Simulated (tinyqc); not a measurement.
Inside a calculation. Model: reverse leakage of an n+-p junction: diffusion, generation, trap-assisted and band-to-band tunnelling.

Program tinyqc, `OMP_NUM_THREADS=1 python tinyqc.py 2290073 2290074 out.jsonl`; Intel Xeon 2.30GHz, shared host, one thread, about 0.01 s. Printed values are rounded; ~0 in a residual or rate marks an entry under 1e-11 of the largest of its column.

One-sided abrupt junction in the depletion approximation, x from the junction (0) to W on the p side, field F = F0 (1 - x/W). Flat quasi-Fermi levels, long p side. Traps generate through SRH with both lifetimes shortened by 1 + Gamma (Hurkx enhancement, form for moderate fields); band-to-band generation is local and needs a total bending above Eg.

Parameters, values chosen for the exercise; band and dielectric values close to those of silicon: temperature T = 300 K; band gap Eg = 1.13 eV; relative permittivity eps_r = 11.6; conduction-band density of states at T Nc = 2.8e19 cm^-3; valence-band density of states at T Nv = 2.61e19 cm^-3; acceptor density of the lighter side Na = 7.1e16 cm^-3; donor density of the heavier side Nd = 1e19 cm^-3; SRH lifetime of both carriers at zero field tau = 9e-7 s; trap level above the intrinsic level Et = 0 eV; tunnelling mass mt = 0.23 m0; electron diffusion coefficient on the lighter side Dn = 4.5 cm^2/s; band-to-band prefactor Ab = 5.2e14 cm^-0.5 V^-2.5 s^-1; band-to-band field constant Bb = 1.86e7 V/cm; reverse bias VR = 1.8 V.

Constants: q = 1.602176634e-19 C, kB = 1.380649e-23 J/K, hbar = 1.054571817e-34 J s, m0 = 9.1093837015e-31 kg, Vt = kB T/q, eps0 = 8.8541878128e-14 F/cm where lengths are in cm. Results are converted to the units shown.

Range of the model: The n+ side is degenerate, so Vbi from Boltzmann statistics is only a guide.

## Field, scales and diffusion current

ni = sqrt(Nc Nv) exp(-Eg/(2 Vt)), Eg in volts; Vbi = Vt ln(Na Nd/ni^2); W = sqrt(2 eps0 eps_r (Vbi + VR)/(q Na)); F0 = 2 (Vbi + VR)/W; FG = sqrt(24 mt m0 (kB T)^3)/(q hbar); J_diff = q ni^2 sqrt(Dn/tau)(1 - exp(-VR/Vt))/Na.

ni = 8.715996e9 cm^-3
Vbi = 0.9506742 V
W = 222.8710 nm
F0 = 246.8400 kV/cm
FG = 353.7808 kV/cm
J_diff = 3.833285e-13 A/cm^2

## Generation rates across the layer

u = (Vbi + VR)(1 - x/W)^2, p = Na exp(-u/Vt), n = Nd exp((u - Vbi - VR)/Vt); G0 = ni^2 (1 - exp(-VR/Vt))/(tau (n + p + 2 ni cosh(Et/Vt))); Gamma = 2 sqrt(3 pi)(F/FG) exp((F/FG)^2); trap-assisted part G0 Gamma; G_bb = Ab F^2.5 exp(-Bb/F) with F in V/cm, zero unless Vbi + VR > Eg. 14 equal steps.

x, point 0 to 14 (nm): [0.0000, 15.9194, 31.8387, 47.7581, 63.6774, 79.5968, 95.5161, 111.4355, 127.3549, 143.2742, 159.1936, 175.1129, 191.0323, 206.9516, 222.8710]
F, point 0 to 14 (kV/cm): [246.8400, 229.2086, 211.5772, 193.9457, 176.3143, 158.6829, 141.0514, 123.4200, 105.7886, 88.1572, 70.5257, 52.8943, 35.2629, 17.6314, 0.0000]
Gamma, point 0 to 14: [6.970554, 6.052828, 5.250847, 4.546019, 3.922712, 3.367705, 2.869750, 2.419201, 2.007717, 1.628005, 1.273613, 0.9387461, 0.6181068, 0.3067591, 0]
G0, point 0 to 14 (cm^-3 s^-1): [8.440954e6, 1.950762e13, 4.840693e15, 4.842220e15, 4.842220e15, 4.842220e15, 4.842220e15, 4.842165e15, 4.778860e15, 7.812062e14, 7.025703e12, 1.573890e11, 1.042747e10, 2.045949e9, 1.188866e9]
G0 Gamma, point 0 to 14 (cm^-3 s^-1): [5.883812e7, 1.180763e14, 2.541774e16, 2.201282e16, 1.899463e16, 1.630717e16, 1.389596e16, 1.171417e16, 9.594596e15, 1.271807e15, 8.948030e12, 1.477483e11, 6.445292e9, 6.276134e8, 0]
G_bb, point 0 to 14 (cm^-3 s^-1): [2.964086e-5, 7.483586e-8, 7.084870e-11, 1.927574e-14, ~0, ~0, ~0, ~0, ~0, ~0, ~0, ~0, ~0, 0, 0]

## Current components

Each current is q times the trapezoid sum of its rate; J adds J_diff; J_bb under 1e-8 of the sum is given as 0.

J_SRH = 8.834767e-9 A/cm^2
J_TAT = 3.043741e-8 A/cm^2
J_bb = 0 A/cm^2
J = 3.927256e-8 A/cm^2

A fine grid gives J = 4.035e-8 A/cm^2; the coarse sum is 2.7 % below it. On the fine grid the largest part is trap-assisted tunnelling (77.6 %). The simple estimate q ni W/(2 tau cosh(Et/Vt)) is 91 % above the fine-grid J_SRH of 9.037e-9 A/cm^2, since near both edges n or p is large enough to quench generation.
